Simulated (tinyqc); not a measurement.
Activation energy and ten-year temperature from two bakes.

Inverse problem. tr goes as exp(q Ex/(kB T)); ten years are 3.15576e8 s. Find Ex and the temperature T10 at which tr is ten years.

Constants: q = 1.602176634e-19 C, kB = 1.380649e-23 J/K. Results are converted to the units shown.

time to crystallise at 448 and 473 K (s): [97000, 1391.7631]

Solution. ln tr is linear in 1/T; the line is extended to ten years.

Ex = 3.100 eV
T10 = 407.0 K

Program tinyqc, `OMP_NUM_THREADS=1 python tinyqc.py 2880108 2880109 out.jsonl`; Intel Xeon 2.30GHz, shared host, one thread, about 0.01 s.
